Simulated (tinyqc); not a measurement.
CCD on RHF in the sto-3g basis, frozen core, for BeH2, spin multiplicity 1, step by step. Computed by tinyqc, a small Python program that keeps every step (integrals from PySCF). Settings: charge = 0, multiplicity = 1, basis = sto-3g, method = RHF, frozen orbitals = 1, energy threshold = 1e-10, iteration cap = 66, orthogonalisation = canonical, start = atomic densities, DIIS depth = 6, amplitude equations = CCD, DIIS depth for amplitudes = 6, cap on updates = 79. Command: `OMP_NUM_THREADS=1 python tinyqc.py 27985 27986 out.jsonl` (the two numbers bound the seeds that draw the settings). One thread of a shared host (Intel(R) Xeon(R) Processor @ 2.60GHz), about 0.1 s of CPU time with the checks. The early iterations of the SCF are left out here.

## One-electron integrals

Geometry (angstrom):
```
atom         x          y         z
Be    0.000000   0.000000  0.000000
H     0.000000   1.412000  0.000000
H     0.000000  -1.412000  0.000000
```

Basis sto-3g: exponents (1/bohr^2) and contraction coefficients of normalised primitives:
```
element  l (shell)   exponent  coefficient
Be           s (1)  30.167871     0.154329
Be           s (1)   5.495115     0.535328
Be           s (1)   1.487193     0.444635
Be           s (2)   1.314833    -0.099967
Be           s (2)   0.305539     0.399513
Be           s (2)   0.099371     0.700115
Be           p (3)   1.314833     0.155916
Be           p (3)   0.305539     0.607684
Be           p (3)   0.099371     0.391957
H            s (1)   3.425251     0.154329
H            s (1)   0.623914     0.535328
H            s (1)   0.168855     0.444635
```

Overlap, kinetic and nuclear-attraction integrals over the contracted functions; the nuclear repulsion is the sum of Za Zb / Rab.

nuclear repulsion = 3.18555686 hartree

overlap S, lower triangle:
```
           1Be 1s    1Be 2s   1Be 2px    1Be 2py   1Be 2pz     2H 1s     3H 1s
1Be 1s   1.000000
1Be 2s   0.259517  1.000000
1Be 2px  0.000000  0.000000  1.000000
1Be 2py  0.000000  0.000000  0.000000   1.000000
1Be 2pz  0.000000  0.000000  0.000000   0.000000  1.000000
2H 1s    0.059293  0.431155  0.000000   0.504764  0.000000  1.000000
3H 1s    0.059293  0.431155  0.000000  -0.504764  0.000000  0.026295  1.000000
```

kinetic energy T (hartree), lower triangle:
```
            1Be 1s    1Be 2s   1Be 2px    1Be 2py   1Be 2pz      2H 1s     3H 1s
1Be 1s    6.693975
1Be 2s   -0.033012  0.211111
1Be 2px   0.000000  0.000000  0.660592
1Be 2py   0.000000  0.000000  0.000000   0.660592
1Be 2pz   0.000000  0.000000  0.000000   0.000000  0.660592
2H 1s    -0.015224  0.058426  0.000000   0.170420  0.000000   0.760032
3H 1s    -0.015224  0.058426  0.000000  -0.170420  0.000000  -0.008159  0.760032
```

nuclear attraction V (hartree), lower triangle:
```
             1Be 1s     1Be 2s    1Be 2px    1Be 2py    1Be 2pz      2H 1s      3H 1s
1Be 1s   -15.310635
1Be 2s    -2.093765  -3.022968
1Be 2px    0.000000   0.000000  -2.932381
1Be 2py    0.000000   0.000000   0.000000  -3.149214
1Be 2pz    0.000000   0.000000   0.000000   0.000000  -2.932381
2H 1s     -0.476857  -1.243407   0.000000  -1.421938   0.000000  -2.904270
3H 1s     -0.476857  -1.243407   0.000000   1.421938   0.000000  -0.089239  -2.904270
```

core Hamiltonian H = T + V (hartree), lower triangle:
```
            1Be 1s     1Be 2s    1Be 2px    1Be 2py    1Be 2pz      2H 1s      3H 1s
1Be 1s   -8.616660
1Be 2s   -2.126777  -2.811857
1Be 2px   0.000000   0.000000  -2.271789
1Be 2py   0.000000   0.000000   0.000000  -2.488622
1Be 2pz   0.000000   0.000000   0.000000   0.000000  -2.271789
2H 1s    -0.492080  -1.184982   0.000000  -1.251518   0.000000  -2.144238
3H 1s    -0.492080  -1.184982   0.000000   1.251518   0.000000  -0.097398  -2.144238
```

## Two-electron integrals

Functions are numbered as in S; the eight-fold symmetry (ij|kl) = (ji|kl) = (kl|ij) leaves the list below.

Two-electron integrals (ij|kl) in chemists' order, unique and non-zero (hartree):
```
(11|11) 2.298831    (21|11) 0.392036    (21|21) 0.079539    (22|11) 0.570988
(22|21) 0.143041    (22|22) 0.417683    (31|31) 0.014607    (32|31) 0.021888
(32|32) 0.092265    (33|11) 0.569578    (33|21) 0.143083    (33|22) 0.417589
(33|33) 0.449859    (41|41) 0.014607    (42|41) 0.021888    (42|42) 0.092265
(43|43) 0.024249    (44|11) 0.569578    (44|21) 0.143083    (44|22) 0.417589
(44|33) 0.401360    (44|44) 0.449859    (51|51) 0.014607    (52|51) 0.021888
(52|52) 0.092265    (53|53) 0.024249    (54|54) 0.024249    (55|11) 0.569578
(55|21) 0.143083    (55|22) 0.417589    (55|33) 0.401360    (55|44) 0.401360
(55|55) 0.449859    (61|11) 0.088544    (61|21) 0.017953    (61|22) 0.032543
(61|33) 0.032309    (61|41) 0.001599    (61|42) 0.003004    (61|44) 0.033029
(61|55) 0.032309    (61|61) 0.004253    (62|11) 0.206294    (62|21) 0.052390
(62|22) 0.165582    (62|33) 0.159408    (62|41) 0.006877    (62|42) 0.041412
(62|44) 0.177783    (62|55) 0.159408    (62|61) 0.013077    (62|62) 0.096056
(63|31) 0.004919    (63|32) 0.022746    (63|43) 0.007257    (63|63) 0.009081
(64|11) 0.218318    (64|21) 0.056141    (64|22) 0.186146    (64|33) 0.175116
(64|41) 0.011216    (64|42) 0.064594    (64|44) 0.208018    (64|55) 0.175116
(64|61) 0.014679    (64|62) 0.123072    (64|64) 0.163231    (65|51) 0.004919
(65|52) 0.022746    (65|54) 0.007257    (65|65) 0.009081    (66|11) 0.372153
(66|21) 0.096243    (66|22) 0.340136    (66|33) 0.315427    (66|41) 0.015153
(66|42) 0.116591    (66|44) 0.389288    (66|55) 0.315427    (66|61) 0.024714
(66|62) 0.248368    (66|64) 0.338471    (66|66) 0.774606    (71|11) 0.088544
(71|21) 0.017953    (71|22) 0.032543    (71|33) 0.032309    (71|41) -0.001599
(71|42) -0.003004   (71|44) 0.033029    (71|55) 0.032309    (71|61) 0.003879
(71|62) 0.011030    (71|64) 0.011369    (71|66) 0.019981    (71|71) 0.004253
(72|11) 0.206294    (72|21) 0.052390    (72|22) 0.165582    (72|33) 0.159408
(72|41) -0.006877   (72|42) -0.041412   (72|44) 0.177783    (72|55) 0.159408
(72|61) 0.011030    (72|62) 0.050792    (72|64) 0.051880    (72|66) 0.097183
(72|71) 0.013077    (72|72) 0.096056    (73|31) 0.004919    (73|32) 0.022746
(73|43) -0.007257   (73|63) 0.003846    (73|73) 0.009081    (74|11) -0.218318
(74|21) -0.056141   (74|22) -0.186146   (74|33) -0.175116   (74|41) 0.011216
(74|42) 0.064594    (74|44) -0.208018   (74|55) -0.175116   (74|61) -0.011369
(74|62) -0.051880   (74|64) -0.050875   (74|66) -0.097852   (74|71) -0.014679
(74|72) -0.123072   (74|74) 0.163231    (75|51) 0.004919    (75|52) 0.022746
(75|54) -0.007257   (75|65) 0.003846    (75|75) 0.009081    (76|11) 0.016514
(76|21) 0.004084    (76|22) 0.011521    (76|33) 0.011343    (76|44) 0.011872
(76|55) 0.011343    (76|61) 0.000933    (76|62) 0.004689    (76|64) 0.005355
(76|66) 0.009896    (76|71) 0.000933    (76|72) 0.004689    (76|74) -0.005355
(76|76) 0.000323    (77|11) 0.372153    (77|21) 0.096243    (77|22) 0.340136
(77|33) 0.315427    (77|41) -0.015153   (77|42) -0.116591   (77|44) 0.389288
(77|55) 0.315427    (77|61) 0.019981    (77|62) 0.097183    (77|64) 0.097852
(77|66) 0.187363    (77|71) 0.024714    (77|72) 0.248368    (77|74) -0.338471
(77|76) 0.009896    (77|77) 0.774606
```

## Orthogonalisation

S = U s U^T; canonical form X = U s^(-1/2), so that X^T S X = 1. Each column of U has its largest component positive (the first on a tie).

eigenvalues of S: 0.272888  0.375426  0.943909  1.000000  1.000000  1.700817  1.706960

X:
```
                 1          2          3         4         5          6         7
1Be 1s    0.000000  -0.349570   0.946961  0.000000  0.000000   0.000000  0.251172
1Be 2s    0.000000   1.185640  -0.076724  0.000000  0.000000   0.000000  0.522881
1Be 2px   0.000000   0.000000   0.000000  0.000000  1.000000   0.000000  0.000000
1Be 2py   1.341087   0.000000   0.000000  0.000000  0.000000   0.547165  0.000000
1Be 2pz   0.000000   0.000000   0.000000  1.000000  0.000000   0.000000  0.000000
2H 1s    -0.965918  -0.753558  -0.280003  0.000000  0.000000   0.379844  0.353090
3H 1s     0.965918  -0.753558  -0.280003  0.000000  0.000000  -0.379844  0.353090
```

Within a degenerate level the vectors are fixed only up to a rotation; this is one choice.

## Iteration 7 (converged): orbitals

converged F (hartree), lower triangle:
```
            1Be 1s     1Be 2s   1Be 2px    1Be 2py   1Be 2pz      2H 1s      3H 1s
1Be 1s   -4.520304
1Be 2s   -1.288262  -0.618821
1Be 2px   0.000000   0.000000  0.213265
1Be 2py   0.000000   0.000000  0.000000  -0.206237
1Be 2pz   0.000000   0.000000  0.000000   0.000000  0.213265
2H 1s    -0.303436  -0.389682  0.000000  -0.324774  0.000000  -0.283926
3H 1s    -0.303436  -0.389682  0.000000   0.324774  0.000000  -0.035273  -0.283926
```

Diagonalise F' = X^T F X, C = X C', fill 3 alpha and 3 beta electrons from the bottom; D = 2 C_occ C_occ^T. Each column has its largest component positive (the first on a tie).

F' = X^T F X (hartree), lower triangle:
```
          1         2          3         4         5          6          7
1  0.847919
2  0.000000  0.355998
3  0.000000  0.524322  -3.631669
4  0.000000  0.000000   0.000000  0.213265
5  0.000000  0.000000   0.000000  0.000000  0.213265
6  0.043539  0.000000   0.000000  0.000000  0.000000  -0.403498
7  0.000000  0.205530  -1.625282  0.000000  0.000000   0.000000  -1.267756
```

orbital energies (hartree): MO1 -4.523720, MO2 -0.443514, MO3 -0.405011, MO4 0.213265, MO5 0.213265, MO6 0.423806, MO7 0.849432

coefficients C:
```
               MO1        MO2        MO3       MO4        MO5        MO6        MO7
1Be 1s    0.991776  -0.218939   0.000000  0.000000   0.000000  -0.224650   0.000000
1Be 2s    0.031722   0.575090   0.000000  0.000000   0.000000   1.163314   0.000000
1Be 2px   0.000000   0.000000   0.000000  0.002940   0.999996   0.000000   0.000000
1Be 2py   0.000000   0.000000   0.500261  0.000000   0.000000   0.000000   1.359280
1Be 2pz   0.000000   0.000000   0.000000  0.999996  -0.002940   0.000000   0.000000
2H 1s    -0.003375   0.393115   0.413160  0.000000   0.000000  -0.785094  -0.952144
3H 1s    -0.003375   0.393115  -0.413160  0.000000   0.000000  -0.785094   0.952144
```

D after iteration 7, lower triangle:
```
            1Be 1s    1Be 2s   1Be 2px    1Be 2py   1Be 2pz      2H 1s     3H 1s
1Be 1s    2.063107
1Be 2s   -0.188896  0.663470
1Be 2px   0.000000  0.000000  0.000000
1Be 2py   0.000000  0.000000  0.000000   0.500521
1Be 2pz   0.000000  0.000000  0.000000   0.000000  0.000000
2H 1s    -0.178830  0.451939  0.000000   0.413376  0.000000   0.650504
3H 1s    -0.178830  0.451939  0.000000  -0.413376  0.000000  -0.032302  0.650504
```

Within a degenerate level the vectors are fixed only up to a rotation; this is one choice.

## Convergence

Stop when the energy changes by less than 1e-10 hartree and every element of the error matrix X^T (F D S - S D F) X is below 3e-06.

Course of the cycle:
```
iteration   E (hartree)     change  largest element of the error matrix
1          -15.36964557          -                             4.49e-01
2          -15.53451963  -1.65e-01                             1.42e-01
3          -15.54995570  -1.54e-02                             2.21e-02
4          -15.55055143  -5.96e-04                             7.47e-04
5          -15.55055194  -5.09e-07                             1.36e-05
6          -15.55055194  -1.34e-10                             9.66e-07
7          -15.55055194  -6.93e-13                             3.81e-07
```

PySCF RHF in the same basis = -15.55055194 hartree

Converged in 7 iterations.

## Integrals over molecular orbitals

(pq|rs) = sum C_ip C_jq C_kr C_ls (ij|kl), one index at a time.

one-electron integrals over orbitals h = C^T H C (hartree), lower triangle:
```
           1          2          3          4          5          6          7
1  -8.605120
2   0.218012  -2.402449
3   0.000000   0.000000  -2.356295
4   0.000000   0.000000   0.000000  -2.271789
5   0.000000   0.000000   0.000000   0.000000  -2.271789
6   0.199446  -0.200876   0.000000   0.000000   0.000000  -1.910025
7   0.000000   0.000000  -0.295305   0.000000   0.000000   0.000000  -1.830317
```

Two-electron integrals over orbitals (pq|rs), unique and non-zero (hartree); the lowest 1 orbital is frozen and left out:
```
(22|22) 0.389606    (32|32) 0.162645    (33|22) 0.402565    (33|33) 0.425843
(42|42) 0.048574    (43|43) 0.013856    (44|22) 0.363408    (44|33) 0.349037
(44|44) 0.449859    (52|52) 0.048574    (53|53) 0.013856    (54|54) 0.024249
(55|22) 0.363408    (55|33) 0.349037    (55|44) 0.401360    (55|55) 0.449859
(62|22) -0.020848   (62|33) -0.044750   (62|44) 0.058009    (62|55) 0.058009
(62|62) 0.079556    (63|32) -0.093445   (63|63) 0.084355    (64|42) 0.047150
(64|64) 0.050469    (65|52) 0.047150    (65|65) 0.050469    (66|22) 0.389503
(66|33) 0.400586    (66|44) 0.362343    (66|55) 0.362343    (66|62) -0.031866
(66|66) 0.405228    (72|32) -0.042295   (72|63) 0.061591    (72|72) 0.056786
(73|22) -0.003073   (73|33) -0.019219   (73|44) 0.063544    (73|55) 0.063544
(73|62) 0.075038    (73|66) -0.023715   (73|73) 0.084112    (74|43) 0.013609
(74|74) 0.016726    (75|53) 0.013609    (75|75) 0.016726    (76|32) 0.141849
(76|63) -0.093728   (76|72) -0.052617   (76|76) 0.139248    (77|22) 0.418012
(77|33) 0.435972    (77|44) 0.386363    (77|55) 0.386363    (77|62) -0.029779
(77|66) 0.426858    (77|73) -0.005156   (77|77) 0.476311
```

## CCD: starting amplitudes

t_ij^ab = <ij||ab> / (e_i + e_j - e_a - e_b), whose energy is MP2.

Starting amplitudes (spin orbitals 1a, 1b, ...; amplitudes related by a flip of all spins are not repeated):
```
from      to          t
3a 3b  6a 6b  -0.050889
2a 2b  6a 6b  -0.045863
2a 2b  5a 5b  -0.036979
2a 2b  4a 4b  -0.036979
2a 3b  6a 7b  -0.035366
3a 3b  7a 7b  -0.033525
2a 3b  6b 7a   0.029028
2a 2b  7a 7b  -0.021960
3a 3b  5a 5b  -0.011205
3a 3b  4a 4b  -0.011205
2a 3a  6a 7a  -0.006338
```

correlation energy = -0.02496507 hartree

## CCD: amplitude update 1

t_ij^ab D_ij^ab are set to the remaining terms of the spin-orbital equations, evaluated with the old amplitudes; for the doubles these are <ij||ab> + 1/2 <ab||ef> t_ij^ef + 1/2 <mn||ij> t_mn^ab + P(ij)P(ab) <mb||ej> t_im^ae + terms in t^2, D the orbital-energy denominators.

Amplitudes after update 1 (spin orbitals 1a, 1b, ...; amplitudes related by a flip of all spins are not repeated):
```
from      to          t
3a 3b  6a 6b  -0.070261
2a 2b  6a 6b  -0.059682
2a 3b  6a 7b  -0.048721
2a 2b  5a 5b  -0.046977
2a 2b  4a 4b  -0.046977
3a 3b  7a 7b  -0.042791
2a 3b  6b 7a   0.041493
2a 2b  7a 7b  -0.028728
3a 3b  5a 5b  -0.008085
3a 3b  4a 4b  -0.008085
2a 3a  6a 7a  -0.007228
```

correlation energy = -0.03331072 hartree

## CCD: amplitude update 2

As before.

Amplitudes after update 2 (spin orbitals 1a, 1b, ...; amplitudes related by a flip of all spins are not repeated):
```
from      to          t
3a 3b  6a 6b  -0.078488
2a 2b  6a 6b  -0.064270
2a 3b  6a 7b  -0.053241
2a 2b  5a 5b  -0.050145
2a 2b  4a 4b  -0.050145
2a 3b  6b 7a   0.045945
3a 3b  7a 7b  -0.045792
2a 2b  7a 7b  -0.031345
2a 3a  6a 7a  -0.007296
3a 3b  5a 5b  -0.004801
3a 3b  4a 4b  -0.004801
```

correlation energy = -0.03621613 hartree

## CCD: amplitude update 3

t_ij^ab D_ij^ab are set to the remaining terms of the spin-orbital equations, evaluated with the old amplitudes; for the doubles these are <ij||ab> + 1/2 <ab||ef> t_ij^ef + 1/2 <mn||ij> t_mn^ab + P(ij)P(ab) <mb||ej> t_im^ae + terms in t^2, D the orbital-energy denominators. DIIS then mixes the stored amplitudes.

DIIS coefficients: -0.633968  1.633968

Amplitudes after update 3 (spin orbitals 1a, 1b, ...; amplitudes related by a flip of all spins are not repeated):
```
from      to          t
3a 3b  6a 6b  -0.084174
2a 2b  6a 6b  -0.066550
2a 3b  6a 7b  -0.055900
2a 2b  5a 5b  -0.052162
2a 2b  4a 4b  -0.052162
2a 3b  6b 7a   0.048572
3a 3b  7a 7b  -0.047315
2a 2b  7a 7b  -0.032958
2a 3a  6a 7a  -0.007328
3a 3b  5a 5b  -0.001645
3a 3b  4a 4b  -0.001645
```

correlation energy = -0.03792892 hartree

## CCD: convergence

E_corr = 1/4 sum <ij||ab> t_ij^ab; stop when the norm of the change is below 1e-8.

Course of the amplitude iterations:
```
update  correlation energy (hartree)  norm of the change
0                        -0.02496507                   -
1                        -0.03331072            7.97e-02
2                        -0.03621613            3.01e-02
3                        -0.03792892            1.21e-02
4                        -0.03790869            1.48e-03
5                        -0.03791106            3.30e-04
6                        -0.03790915            2.49e-05
7                        -0.03790994            7.76e-06
8                        -0.03790992            8.98e-07
9                        -0.03790992            4.03e-08
10                       -0.03790992            2.42e-09
```

Converged amplitudes (spin orbitals 1a, 1b, ...; amplitudes related by a flip of all spins are not repeated):
```
from      to          t
3a 3b  6a 6b  -0.084739
2a 2b  6a 6b  -0.065930
2a 3b  6a 7b  -0.055883
2a 2b  5a 5b  -0.052563
2a 2b  4a 4b  -0.052563
2a 3b  6b 7a   0.048417
3a 3b  7a 7b  -0.047054
2a 2b  7a 7b  -0.033021
2a 3a  6a 7a  -0.007466
3a 3b  5a 5b  -0.000929
3a 3b  4a 4b  -0.000929
```

CCD total energy = -15.58846186 hartree

Converged in 10 updates, with DIIS from the third.
